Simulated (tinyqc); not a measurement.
Character of the line: straight dislocations in isotropic elasticity: fields, energies, partials, Peierls stress and walls. Computed by tinyqc, a small Python program. Command: `OMP_NUM_THREADS=1 python tinyqc.py 3002040 3002041 out.jsonl disloc walk`. One thread of a shared host (Intel(R) Xeon(R) Processor @ 2.30GHz), about 0.01 s of CPU time with the checks.

The line runs along z, the glide plane is y = 0, and beta is the angle between b and the line (0 screw, 90 degrees edge): b_e = b sin(beta) along +x with the extra half plane at y > 0, b_s = b cos(beta). Stress is positive in tension.

Inputs (values chosen for the exercise, modelled on copper):
```
quantity                       value      unit
shear modulus G                 47.9       GPa
Poisson ratio nu               0.335         -
Burgers vector b               2.556  angstrom
stacking-fault energy gamma     50.1    mJ/m^2
dislocation density rho      1.2e+10     1/m^2
core radius r0/b                   2         -
```

Character: 60-degree.

Constants: 1 eV/angstrom^3 = 160.2176634 GPa.

Method:
- Energy factor K = G [cos^2(beta) + sin^2(beta)/(1 - nu)].
- E = K b^2/(4 pi) ln(R/r0) with R = 1/(2 sqrt(rho)); tension T = E + d^2E/d(beta)^2 = G b^2 [1 + nu - 3 nu sin^2(beta)]/(4 pi (1 - nu)) ln(R/r0). The core energy is taken into r0.
- Shockley partials have b_p = b/sqrt(3) at the angles beta -/+ 30 degrees; their repulsion balances the fault at d = G b_p^2/(8 pi gamma) (2 - nu)/(1 - nu) [1 - 2 nu cos(2 beta)/(2 - nu)].
- E = K b^2/(4 pi) ln(R/r0); T = G b^2 [1 + nu - 3 nu sin^2(beta)]/(4 pi (1 - nu)) ln(R/r0).

ln(R/r0) = 9.09703

From screw to edge:
```
beta (degrees)  K (GPa)  E (eV/nm)  T (eV/nm)  d (nm)
0                47.900     14.140     28.385  1.2395
15               49.516     14.617     26.954  1.3514
30               53.933     15.920     23.043  1.6569
45               59.965     17.701     17.701  2.0742
60               65.998     19.482     12.359  2.4915
75               70.414     20.785      8.448  2.7970
90               72.030     21.263      7.017  2.9089
```

What follows from these numbers?

The edge costs 1/(1 - nu) = 1.504 times the screw in energy, yet its tension is only (1 - 2 nu)/(1 + nu) = 0.247 of the screw value, so loops under stress are elongated along b. The edge splits 2.35 times as widely, (2 + nu)/(2 - 3 nu), since there the larger, edge parts of the partials repel with the factor 1/(1 - nu) and the small screw parts attract, while in the screw the roles are exchanged.
